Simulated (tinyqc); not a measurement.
Comparisons within one model: deformation-potential model of the Delta valleys of a conduction band. A value that a table varies takes the place of the one given here.

Valleys with axes along x, y and z, each a pair at +k and -k. Herring-Vogt shift of a valley with unit axis a: dE = Xd tr(e) + Xu a.e.a. Non-degenerate shares n_i = exp(-dE_i/kT)/sum_j exp(-dE_j/kT). Inverse mass tensor of a valley: (1 - a a)/mt + a a/ml; the masses are taken as independent of strain.

s11 = (C11 + C12)/((C11 - C12)(C11 + 2 C12)), s12 = -C12/((C11 - C12)(C11 + 2 C12)), s44 = 1/C44; exx = s11 sxx + s12 (syy + szz) and cyclic, exy = s44 sxy/2; tension is positive. A uniaxial stress X along the unit vector n is s_ij = X n_i n_j.

Constants: kB = 8.617333262e-05 eV/K.

Parameters, chosen for this exercise (near those of Si; not measured data):
- ml = 0.919 m0 (longitudinal mass)
- mt = 0.183 m0 (transverse mass)
- Xd = 1.06 eV (dilation potential)
- Xu = 9.47 eV (uniaxial potential)
- C11 = 164.4 GPa
- C12 = 64.4 GPa
- C44 = 82.6 GPa
- load = uniaxial [110] (kind of stress)
- T = 200 K (temperature)
- X1 = 0.7 GPa (size of the stress)
- X = 1.37 GPa (stress)

## Sweep of a uniaxial [110] stress

m_c = 1/(u.M.u) along [100] with M = sum_i n_i (inverse mass tensor); gain against zero stress at a fixed scattering time.

Results:
```
X (GPa)  spread (meV)  lowest edge (meV)    n x    n y    n z  m_c (m0)  gain (%)
-1.00            47.4              -30.2  0.484  0.484  0.031    0.2990     -16.5
-0.50            23.7              -15.1  0.444  0.444  0.112    0.2839     -12.1
-0.20             9.5               -6.0  0.388  0.388  0.224    0.2655      -6.0
0.00              0.0                0.0  0.333  0.333  0.333    0.2496       0.0
0.20              9.5               -3.4  0.268  0.268  0.464    0.2330       7.1
0.50             23.7               -8.6  0.168  0.168  0.664    0.2115      18.1
1.00             47.4              -17.2  0.057  0.057  0.886    0.1917      30.2
```

How do the results move?

Along [100] the gain is -16.5 % at -1.00 GPa and +30.2 % at 1.00 GPa. The slope at zero stress (from +/- 0.001 GPa), +33.4 % per GPa, carried to the ends would give -33 and +33 %; the response falls behind at both ends, as it saturates once the spread passes a few kT (kT = 17.2 meV, spread up to 47 meV).

## Gain for each load and current direction

Each load has the size X1. Gain m_c(0)/m_c - 1 in per cent from repopulation alone, m_c = 1/(u.M.u), M = sum_i n_i (inverse mass tensor); biaxial means sxx = syy.

Gain (%); + is tension, - compression:
```
load                [100]  [010]  [001]  [110]  [1-10]  [111]
uniaxial [110] (+)   24.1   24.1  -48.1   24.1    24.1    0.0
uniaxial [110] (-)  -14.5  -14.5   29.0  -14.5   -14.5    0.0
uniaxial [100] (+)   35.3  -17.6  -17.6    8.8     8.8    0.0
uniaxial [100] (-)  -68.4   34.2   34.2  -17.1   -17.1    0.0
uniaxial [111] (+)    0.0    0.0    0.0    0.0     0.0    0.0
uniaxial [111] (-)    0.0    0.0    0.0    0.0     0.0    0.0
biaxial (001) (+)    34.2   34.2  -68.4   34.2    34.2    0.0
biaxial (001) (-)   -17.6  -17.6   35.3  -17.6   -17.6    0.0
```

What does this show, and why?

The largest gain is +35.3 %, for uniaxial [100] (+) with the current along [100] and biaxial (001) (-) with the current along [001]; for a [110] channel it is +34.2 %, under biaxial (001) (+). No gain or loss appears under uniaxial [111]: the valleys stay equivalent (in real silicon shear also changes the masses, which this model leaves out).

## Temperature and repopulation

The load is fixed; m_c along [100] as 1/(u.M.u).

Results:
```
T (K)  kT (meV)    n x    n y    n z  m_c (m0)
50         4.31  0.000  0.000  1.000    0.1830
77         6.64  0.000  0.000  1.000    0.1830
150       12.93  0.007  0.007  0.987    0.1840
225       19.39  0.033  0.033  0.934    0.1880
300       25.85  0.070  0.070  0.860    0.1939
400       34.47  0.117  0.117  0.767    0.2019
500       43.09  0.154  0.154  0.693    0.2087
```

What can be read from the table?

The largest share falls from 1.000 at 50 K to 0.693 at 500 K (equal shares: 0.333); m_c goes from 0.1830 to 0.2087, against 0.2496 without stress. Only spread/kT enters, so the small-stress response goes as 1/T.

## What each parameter does

Spread of the valley edges, lowest edge, largest share and m_c along [100]. Each row changes one parameter from the base and keeps the others.

Results:
```
case              spread (meV)  lowest edge (meV)  largest share  m_c (m0)
base                     64.87             -23.54         0.9557    0.1863
ml = 1.103 m0            64.87             -23.54         0.9557    0.1864
mt = 0.146 m0            64.87             -23.54         0.9557    0.1488
Xd = 0.848 eV            64.87             -24.53         0.9557    0.1863
Xu = 7.576 eV            51.90             -17.84         0.9104    0.1898
C11 = 197.28 GPa         48.82             -14.83         0.8947    0.1911
C12 = 77.28 GPa          74.46             -31.53         0.9741    0.1849
C44 = 99.12 GPa          64.87             -23.54         0.9557    0.1863
X = 1.644 GPa            77.84             -28.25         0.9786    0.1846
T = 160 K                64.87             -23.54         0.9822    0.1843
```

What does this show?

The largest shifts from the base row, up to three for each result and ties (the steps differ in size, so this ranks the rows, not the parameters). spread (meV): C11 -16.05, Xu -12.97, X +12.97; unchanged at the printed digits by ml, mt, Xd, C44 and T. lowest edge (meV): C11 +8.71, C12 -7.98, Xu +5.70; unchanged at the printed digits by ml, mt, C44 and T. largest share: C11 -0.0610, Xu -0.0453, T +0.0265; unchanged at the printed digits by ml, mt, Xd and C44. m_c (m0): mt -0.0375, C11 +0.0048, Xu +0.0035; unchanged at the printed digits by Xd and C44. Xd moves all valleys together, so it shifts the edge and nothing else.

tinyqc: `OMP_NUM_THREADS=1 python tinyqc.py 1081306 1081307 out.jsonl`; about 0.03 s, one thread, shared Intel(R) Xeon(R) Processor @ 2.30GHz.
